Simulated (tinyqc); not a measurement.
Single-oscillator infrared dielectric function of a polar cubic crystal: one step, computed by the program tinyqc.

One ion pair, charges +Z* and -Z*, in a cell of volume Omega = a^3/4. Frequencies omega are given as wavenumbers (1/cm); eps_s is the static dielectric constant.

Problem. Optical constants at the probe frequency. eps(omega) = eps_inf + W^2/(omega_TO^2 - omega^2 - i gamma omega) - eps_inf omega_p^2/(omega^2 + i gamma_p omega); n + i k = sqrt(eps) with k >= 0; R = |(n + i k - 1)/(n + i k + 1)|^2 at normal incidence from vacuum. omega is the probe ratio times omega_TO. Intensity decays over 1/(4 pi omega k); the loss function is Im(-1/eps).

Inputs (values chosen for the exercise, for a model crystal):
```
quantity                    value  unit
omega_TO                      694  1/cm
eps_inf                      7.34     -
phonon damping gamma          7.8  1/cm
probe frequency / omega_TO   1.01     -
```

Structure: zinc blende. Free carriers: present.

W = 484.9822 1/cm

omega_p = 44.56251 1/cm

gamma_p = 324.2114 1/cm

Give: omega; Re eps; Im eps; n; k; reflectivity R; penetration depth of the intensity; loss function.

Solution.

omega = 700.94 1/cm

Re eps = -11.11

Im eps = 10.41

n = 1.435

k = 3.628

reflectivity R = 0.6994

penetration depth of the intensity = 0.3129 micrometre

loss function = 0.04493

Re eps is negative: the wave is evanescent and the crystal reflects like a metal. Caution: gamma_p is not small against omega_p, so the plasmon is strongly damped and a plasmon-like coupled mode marks no sharp feature.
